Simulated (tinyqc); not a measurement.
Band bending at a free surface with a continuum of surface states, surface photovoltage and Kelvin probe: one step of the calculation.

n-type bulk, xi = Ec - EF = Vt ln(Nc/Nd), p0 = ni^2/Nd, ni = sqrt(Nc Nv) exp(-Eg/(2 Vt)), Eg in volts. b is the upward band bending, u = b/Vt. Space charge per area, in units of q: Qc = sign(b) sqrt((2 eps0 eps_r Vt/q) [(Nd + dn)(exp(-u) - 1) + Nd u + (p0 + dn)(exp(u) - 1)]), with dn the excess density under light (flat quasi-Fermi levels; 0 in the dark). The states hold -Ds (E0 - xi - b): negative while the Fermi level lies above the neutrality level. Neutrality: Qc + Qf + (charge of the states) = 0.

Problem. Surface photovoltage. Under chopped light the surface charge keeps its dark value, so b falls to bL with Qc(bL, dn) = Qc(b, 0); the photovoltage is b - bL. Qc rises with b, so bL follows by bisection.

Parameters, values chosen for the exercise; band and dielectric values close to those of silicon:
```
symbol,value,unit,meaning
T,300,K,temperature
Eg,1.14,eV,band gap
eps_r,11.5,,relative permittivity
Nc,2.86e19,cm^-3,conduction-band density of states at T
Nv,2.69e19,cm^-3,valence-band density of states at T
Nd,3.7e17,cm^-3,donor density
dn,4.1e12,cm^-3,excess carrier density under light
```

Constants: q = 1.602176634e-19 C, kB = 1.380649e-23 J/K, Vt = kB T/q, eps0 = 8.8541878128e-14 F/cm where lengths are in cm. Results are converted to the units shown.

converged b = 0.18953736 V

Wanted: bL; photovoltage; share of b removed; excess holes at the surface, dn exp(bL/Vt).

Solution.

bL = 0.1891 V
photovoltage = 0.4302 mV
share of b removed = 0.2270 %
excess holes at the surface, dn exp(bL/Vt) = 6.161e15 cm^-3

Numbers from tinyqc (`OMP_NUM_THREADS=1 python tinyqc.py 2430036 2430037 out.jsonl`; about 0.01 s on one thread of a shared Intel Xeon 2.30GHz).
